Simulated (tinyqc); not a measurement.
Two coupled magnetic layers: synthetic antiferromagnet, spin flop, exchange bias and magnetoresistance: one step, computed by the program tinyqc.

Moments lie in the plane at the angles p1, p2 from the field. Energy per area: E = J1 cos(p1 - p2) + J2 cos^2(p1 - p2) - B M_s (t1 cos p1 + t2 cos p2) + K (t1 cos^2 p1 + t2 cos^2 p2).

Problem. Saturation field. The parallel state is stable while the Hessian at p1 = p2 = 0 is positive: with c = J1 + 2 J2 and u = B M_s - 2K, (u t1 - c)(u t2 - c) > c^2, so B_sat M_s = c (1/t1 + 1/t2) + 2K. B_K = 2K/M_s.

Inputs (values chosen for the exercise, for a model stack):
```
quantity                         value    unit
saturation magnetisation M_s      1360    kA/m
thickness t1                       4.1      nm
thickness t2                       4.1      nm
antiferromagnetic coupling J1      0.6  mJ/m^2
biquadratic coupling J2          0.017  mJ/m^2
in-plane anisotropy K              3.5  kJ/m^3
field over the saturation field    0.8       -
```

Field direction: along the hard axis.

Give: exchange field c (1/t1 + 1/t2)/M_s; B_K; saturation field B_sat; applied field B.

Solution.

exchange field c (1/t1 + 1/t2)/M_s = 227.40 mT

B_K = 5.1471 mT

saturation field B_sat = 232.55 mT

applied field B = 186.04 mT
